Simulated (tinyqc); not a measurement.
Inductance and parasitic capacitance from two readings.

Inverse problem. A loss-free coil L in parallel with C shows the apparent inductance L/(1 - w^2 L C), w = 2 pi f. Find L, C and the self-resonance 1/(2 pi sqrt(L C)).

apparent inductance at 4.3 and 7.9 GHz (nH): 2.7640572  5.3079175

Solution. The inverse of the reading is 1/L - w^2 C, a straight line in w^2.

L = 2.30 nH
C = 100 fF
self-resonance = 10.5 GHz

Numbers from tinyqc (`OMP_NUM_THREADS=1 python tinyqc.py 2302210 2302211 out.jsonl`; about 0.01 s on one thread of a shared Intel Xeon 2.30GHz).
